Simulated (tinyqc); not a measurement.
Inside a calculation. Model: elastic strain and critical thickness of a cubic alloy layer A(1-x)B(x) on a thick substrate. Computed by tinyqc, a small Python program that keeps every step. Command: `OMP_NUM_THREADS=1 python tinyqc.py 3018904 3018905 out.jsonl misfit walk`. One thread of a shared host (Intel(R) Xeon(R) Processor @ 2.30GHz), about 0.01 s of CPU time with the checks. Intermediate numbers are printed to about 7 digits and carried at full precision; extremes and crossings named in words are read from the listed rows.

Strain is positive in tension. The layer is coherent with the substrate unless said otherwise.

Inputs (values chosen for the exercise, for a model alloy):

| quantity | value | unit |
|---|---|---|
| fraction x of B | 0.6 | - |
| lattice constant a_A | 5.869 | angstrom |
| lattice constant a_B | 6.058 | angstrom |
| substrate lattice constant a_S | 5.859 | angstrom |
| layer thickness h | 7.6 | nm |
| X-ray wavelength | 1.540593 | angstrom |
| start of the iteration h0/b | 0.2 | - |

Growth plane: (001). Layer: buried under a thick cap. Misfit dislocation: 60-degree.

C11, C12, C44 of A (GPa): 92.83  58.29  46.55

C11, C12, C44 of B (GPa): 90.4  42.4  42.27

## Alloy by Vegard's rule, and misfit

a = (1 - x) a_A + x a_B, the same rule for each C_ij; misfit f = (a_S - a)/a, the in-plane strain of the coherent layer.

free lattice constant a = 5.9824 angstrom

elastic constants (GPa): C11 91.372, C12 48.756, C44 43.982

misfit f = -0.02062717

The layer is compressed in the plane by 2.06 %.

## Biaxial strain, stress and energy

(001): D = 2 C12/C11, M = C11 + C12 - 2 C12^2/C11. The free surface carries no normal stress, so e_perp = -D f; dV/V = 2 f + e_perp; stress = M f; energy per area = M f^2 h (1 GPa nm = 1 J/m^2).

ratio D = 1.067198

normal strain e_perp = 0.02201327

volume strain dV/V = -0.01924107

biaxial modulus M = 88.09570 GPa

in-plane stress = -1.817165 GPa

strain energy per area = 0.2848707 J/m^2

Caution: above about 2 % misfit, linear elasticity is rough and compressed layers tend to form islands before dislocations.

## Symmetric X-ray reflection

Reflection 004: d = a_perp/sqrt(16), with a_perp = a (1 + e_perp) for the coherent layer, a for the relaxed layer and a_S for the substrate; sin(theta) = lambda/(2 d).

Bragg angles:

| crystal | a_perp (angstrom) | theta (degrees) | from substrate (arcsec) |
|---|---|---|---|
| substrate | 5.859000 | 31.72814 | 0.000 |
| coherent layer | 6.114092 | 30.26156 | -5279.680 |
| relaxed layer | 5.982400 | 31.00025 | -2620.398 |

peak separation of the coherent layer = -5279.680 arcsec

The coherent layer lies 2.01 times as far from the substrate peak as a relaxed one, about 1 + D = 2.07: reading its peak as relaxed would overstate the mismatch by that factor.

## Isotropic constants and the prefactor A

Voigt averages: G = (C11 - C12 + 3 C44)/5, B = (C11 + 2 C12)/3, nu = (3 B - 2 G)/(2 (3 B + G)); b = a/sqrt(2). The 60-degree dislocation has cos alpha = 1/2, and cos lambda = 1/2 on (001). Matthews-Blakeslee: h_c = A [ln(h_c/b) + 1], A = b (1 - nu cos^2 alpha)/(4 pi |f| (1 + nu) cos lambda), the factor 4 pi being that of a buried layer, with a dislocation at both interfaces.

shear modulus G = 34.9124 GPa

Poisson ratio nu = 0.2659989

Burgers vector b = 0.4230196 nm

prefactor A = 2.406700 nm

## Critical thickness by fixed-point iteration

Start at h0, put the right side back in, and stop when the change is below 1e-9 h or h turns negative.

Iteration:

| step | h in (nm) | h out (nm) | change (nm) |
|---|---|---|---|
| 1 | 0.08460391 | -1.466734 | -1.551338 |

critical thickness h_c (Matthews-Blakeslee) = -1.466734 nm

The start lies below the lower, unphysical root of the equation, so h falls and turns negative, where the logarithm fails.

Reruns converge with start of the iteration h0/b = 20.0; or with start of the iteration h0/b = 1.0.

Checks made by the program: D and M against the full stiffness tensor (relative difference below 1e-10).
